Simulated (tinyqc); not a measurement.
Inside a calculation. Model: self-heating of a transistor with one or more fingers, with temperature-dependent conductivity. Computed by tinyqc, a small Python program that keeps every step. Command: `OMP_NUM_THREADS=1 python tinyqc.py 3003699 3003700 out.jsonl selfheat walk`. One thread of a shared host (Intel(R) Xeon(R) Processor @ 2.30GHz), about 0.05 s of CPU time with the checks. Intermediate numbers are printed to about 6 digits and carried at full precision; extremes and crossings named in words are read from the listed rows.

N long parallel fingers lie on the top face of a slab whose bottom is held at T_0; the top is otherwise insulated, and heat flows in two dimensions. P in W/mm is 1000 P in W/m.

Inputs (values chosen for the exercise, modelled on diamond): conductivity at the base temperature kappa_0 = 1920 W/(m K); exponent m in kappa ~ T^-m = 1.15; base temperature T_0 = 300 K; power per gate width P = 3 W/mm; fingers N = 5; finger pitch s = 44 micrometre; width of the heat source w = 0.31 micrometre; substrate thickness t = 71 micrometre; phonon free path Lambda = 350 nm; heat capacity C = 1.84 1e6 J/(m^3 K); pulse length = 15 microsecond.

Power: fixed power.

## Geometry factors

A line source of power P on the top face raises the top at distance x by (P/(pi kappa_0)) g(x), g(x) = -ln tanh(pi x/(4 t)) (the image sum for the slab). On a strip of width w the centre sees the mean of g over the strip, g_0 = 1 + ln(8 t/(pi w)) for w much below t.

own factor g_0 = 7.36857

g(j s), j = 1..7: [0.794928, 0.287393, 0.107934, 0.040741, 0.015389, 0.005814, 0.002196]

## Linear temperature rise of each finger

theta_i = (P/(pi kappa_0)) [g_0 + sum over j != i of g(|i - j| s)], with equal powers and constant conductivity; thermal resistance = largest theta/P.

theta of each finger (K): [4.27708, 4.65218, 4.74143, 4.65218, 4.27708]

largest theta = 4.74143 K

thermal resistance = 1.58048 K mm/W

The neighbours supply 23 % of the rise of the hottest finger, which runs 0.5 K above the outer ones. Caution: the source is narrower than two phonon free paths, so the Fourier result understates the rise at the source.

## Correction for the falling conductivity

Kirchhoff transformation for kappa = kappa_0 (T/T_0)^-m: T = T_0 [1 - (m - 1) theta/T_0]^(-1/(m - 1)), where theta is the linear rise. The bracket vanishes at the power P T_0/((m - 1) theta).

peak temperature = 304.785 K

true rise = 4.78482 K

true rise / linear rise = 1.00915

power at which the formula diverges = 1265.44 W/mm

The falling conductivity adds 0.9 % to the rise.

## Extra rise from ballistic phonons

Near a source smaller than the free path, Fourier's law overstates the flow. Rough estimate: a strip that emits phonons into a half space adds a resistance times area of 4 Lambda/(3 kappa_0), from the ballistic flux C v Delta T/4 with kappa_0 = C v Lambda/3, so Delta T_b = 4 Lambda P/(3 kappa_0 w); Knudsen number Lambda/w.

Knudsen number = 1.12903

ballistic rise Delta T_b = 2.35215 K

Delta T_b / largest theta = 0.496084

The ballistic term is a large share: this rough estimate calls for a transport calculation.

## Rise at the end of a pulse

After switching on, theta(tau) = (P D/kappa_0) int_0^tau X(u) Z(u) du at the hottest finger, D = kappa_0/C; X = sum over fingers at distance x of [erf((x + w/2)/r) - erf((x - w/2)/r)]/(2 w), Z = sum_(j=-200..200) (-1)^j exp(-(2 j t/r)^2)/sqrt(pi D u), r = 2 sqrt(D u); trapezoid rule on 300 points evenly spaced in ln u from u_0 = 1e-3 min(tau, w^2/D) to tau, plus the exact piece 2 sqrt(u_0/(pi D))/w below u_0. Conductivity and power are held at their base values here, and Fourier's law is used even where the diffusion length is near a phonon free path.

diffusivity D = 1043.48 micrometre^2/microsecond

diffusion length sqrt(D tau) = 125.109 micrometre

linear rise after the pulse = 4.741 K

share of the steady rise = 0.9999

## Rise against time

The formulas are those given above.

Heating curve:
```
time (microsecond)  sqrt(D time) (micrometre)  rise (K)  share of the steady rise
4.80e-06                            0.0707721   0.39307                    0.0829
4.80e-05                             0.223801   0.89102                    0.1879
4.80e-04                             0.707721    1.4549                    0.3068
0.0048                                2.23801    2.0266                    0.4274
0.048                                 7.07721    2.5991                    0.5482
0.24                                  15.8251    3.0261                    0.6382
0.97                                  31.8147    3.6648                    0.7729
2.9                                   55.0099    4.3958                    0.9271
7.2                                   86.6778    4.7113                    0.9936
```

Half the steady rise is reached between 0.0048 and 0.048 microseconds, and the last row holds 99.4 % of it; the slowest time constant is 4 t^2/(pi^2 D) = 1.96 microseconds. While the diffusion length lies between w and the pitch or thickness, the rise grows as the logarithm of time; once it nears the pitch of 44 micrometre the neighbours add their heat.

Checks made by the program: g(s) against the alternating image sum (relative difference 2e-06); Kirchhoff integral of kappa/kappa_0 from T_0 to T (relative difference below 1e-10); long-time limit against the steady rise (relative difference 3e-05).
